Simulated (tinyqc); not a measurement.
The same layer on three faces: model-solid line-up of a strained alloy layer on a substrate.

All values of the alloy are linear in x but the gap, Eg(x) = (1 - x) Eg_A + x Eg_B - C x (1 - x), and the valence edge, Ev(x) = (1 - x) Ev_A + x Ev_B + fv C x (1 - x); Ec = Ev + Eg. Ev is the top of the unstrained valence band on a scale common to all materials. In the layer only the Gamma valley of the conduction band is followed, also where an X or L valley would lie lower.

Coherent growth: e_par = (a_s - a)/a. (001): e_perp = -2 (C12/C11) e_par; exx = eyy = e_par, ezz = e_perp, no shear. (111): e_perp = -(2 C11 + 4 C12 - 4 C44)/(C11 + 2 C12 + 4 C44) e_par; exx = eyy = ezz = (2 e_par + e_perp)/3 and exy = eyz = ezx = (e_perp - e_par)/3. (110): e_perp = -(C11 + 3 C12 - 2 C44)/(C11 + C12 + 2 C44) e_par; exx = eyy = (e_par + e_perp)/2, ezz = e_par, exy = (e_perp - e_par)/2, eyz = ezx = 0.

Strained edges: Ec + ac tr(e); the valence edges are Ev plus the levels of the 6 x 6 matrix of X, Y, Z times spin with -Dso/3 + l exx + m (eyy + ezz) on the diagonal (cyclic), n exy off it, l = av + 2 b, m = av - b, n = sqrt(3) d. Spin-orbit term (Dso/3) L.sigma on X, Y, Z with (L_k)_ij = -i epsilon_kij: <X+|H|Y+> = -i Dso/3, <X+|H|Z-> = Dso/3, <Y+|H|Z-> = -i Dso/3, <Z+|H|X-> = -Dso/3, <Z+|H|Y-> = i Dso/3, <X-|H|Y-> = i Dso/3, and their conjugates; + and - are the spin along z.

Inputs chosen for the exercise (A near InAs, B near AlAs, substrate near InP; shifted at random, so the results belong to these values and not to a real crystal): a = (6.054, 5.655) angstrom (lattice constant of A, B); Eg = (0.414, 3.059) eV (gap at Gamma to the s-like level of A, B); Dso = (0.391, 0.281) eV (spin-orbit splitting of A, B); Ev = (-0.59, -1.32) eV (top of the unstrained valence band of A, B); ac = (-5.08, -5.63) eV (conduction deformation potential of A, B); av = (1.01, 2.46) eV (valence hydrostatic potential of A, B); b = (-1.79, -2.31) eV (tetragonal shear potential of A, B); d = (-3.63, -3.4) eV (trigonal shear potential of A, B); C11 = (83, 124.5) GPa (of A, B); C12 = (45.5, 53.6) GPa (of A, B); C44 = (39.3, 54.9) GPa (of A, B); C = 0.615 eV (bowing of the gap); fv = 0.2 (share of the bowing taken by the valence edge); a_s = 5.864 angstrom (substrate); x = 0.05 (fraction of B).

Composition and substrate are kept.

Results:

| face | e_perp (%) | tr(e) (%) | shift of Ec (meV) | shift of Ev (meV) | valence splitting (meV) | gap (eV) |
|---|---|---|---|---|---|---|
| (001) | 3.041 | -2.595 | 132.5 | 78.3 | 147.1 | 0.5713 |
| (111) | 1.617 | -4.020 | 205.3 | 49.1 | 135.2 | 0.6732 |
| (110) | 1.904 | -3.733 | 190.6 | 55.5 | 138.8 | 0.6521 |

The layer yields most along the normal on (001) and least on (111), so the volume change, and with it the shift of Ec, is largest on (111). The valence splitting, set by b on (001), by d on (111) and by both on (110), is largest on (001). The gaps span 102 meV, from (001) to (111).

Program tinyqc; command `OMP_NUM_THREADS=1 python tinyqc.py 1080637 1080638 out.jsonl`; about 0.01 s on one thread of a shared Intel(R) Xeon(R) Processor @ 2.30GHz.
